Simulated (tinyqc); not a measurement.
# Changing the edge of the cubic cell L

Model: correction of a charged-defect supercell by a model charge and potential alignment (plane-averaged potentials). Computed by tinyqc, a small Python program. Command: `OMP_NUM_THREADS=1 python tinyqc.py 3113017 3113018 out.jsonl align sweep`. One thread of a shared host (Intel(R) Xeon(R) Processor @ 2.30GHz), about 0.02 s of CPU time with the checks.

The "true" defect charge is (1 - x) q in a Gaussian of width sigma plus x q in one of width sigma_t, so the exact answer is known; the correction sees only a single model Gaussian of width sigma_m. A Gaussian of width s has the transform rho(G) = exp(-G^2 s^2/2), normalised to 1. A uniform background cancels q, so G = 0 is left out. Potentials are those felt by a unit positive charge. E_0 is the formation energy of the isolated defect, E_cell its value in the supercell, E_lat = E_iso - E_per of the model charge, C the true less the model potential far from the defect; the exact correction is E_0 - E_cell, and the error of a scheme is E_cell plus its correction less E_0.

Inputs (values chosen for the exercise, with screening close to that of silicon):
```
quantity                                     value      unit
defect charge q                                 -3         e
dielectric constant eps                       11.8         -
width sigma of the true defect charge          1.3  angstrom
width sigma_m of the model charge                1  angstrom
share x of the charge in a wide tail          0.23         -
width sigma_t of the tail                      2.5  angstrom
formation energy of the isolated defect E_0   3.45        eV
```

Constants: e^2/(4 pi eps_0) = 14.39964548 eV angstrom.

Method:
- Periodic energy E_per = (2 pi q^2/(eps L^3)) (e^2/(4 pi eps_0)) sum_(G != 0) rho(G)^2/G^2, G = (2 pi/L)(n1, n2, n3), |n_i| <= 16. Isolated energy: two Gaussians of charges q_a, q_b and widths a, b interact by q_a q_b (e^2/(4 pi eps_0 eps)) sqrt(2/pi)/sqrt(a^2 + b^2), and the self-energy is half the sum over pairs.
- Supercell value E_cell = E_0 + E_per - E_iso for the true charge.
- E_lat = E_iso - E_per for the model charge; point-charge value alpha q^2 e^2/(4 pi eps_0 eps 2 L) with alpha = 2.837297.
- Plane-averaged potential at distance z from the defect: V(z) = (4 pi q/(eps L^3)) (e^2/(4 pi eps_0 e)) sum_(m != 0) rho(G_m) cos(G_m z)/G_m^2, G_m = 2 pi m/L, |m| <= 40.
- C = difference at z = L/2; E_corr = E_cell + E_lat - q C. For charges that have died out at L/2, C = (2 pi q/(eps L^3)) (e^2/(4 pi eps_0 e)) (<s^2> - sigma_m^2), <s^2> = (1 - x) sigma^2 + x sigma_t^2.

One run for each value; columns: (1) edge of the cubic cell L (angstrom); (2) exact correction (eV); (3) error with the point-charge term alone (meV); (4) alignment C (V); (5) error with alignment (rounded to 1e-4 meV) (meV):
```
(1)      (2)     (3)        (4)         (5)
11.7  1.2139  117.83  -0.023714  3.6021e+00
13.2  1.0982   82.15  -0.016999  1.1458e+00
14.7  1.0004   59.49  -0.012476  3.4240e-01
16.1  0.9225   45.29  -0.009549  1.0470e-01
17.6  0.8506   34.67  -0.007327  2.7600e-02
19.1  0.7886   27.12  -0.005738  6.8000e-03
20.5  0.7381   21.94  -0.004642  1.7000e-03
```

Describe and explain the trends.

Over the rows, exact correction (eV) falls from 1.21 to 0.738 (exponent d ln y / d ln x -0.83 between the first rows and -0.94 between the last); error with the point-charge term alone (meV) falls from 118 to 21.9 (exponent d ln y / d ln x about -3.0 throughout); alignment C (V) rises from -0.0237 to -0.00464 (exponent d ln y / d ln x -2.8 between the first rows and -3.0 between the last). At the high end the exponent of exact correction is -0.94, close to -1: the point-charge term. The exponent of error with the point-charge term alone stays between -3.00 and -2.99, near -3: the next term after the point charge. At the high end the exponent of alignment C is -3.00, close to -3: a second moment over the volume.  Left out: 10.3 (the charge overlaps its images).
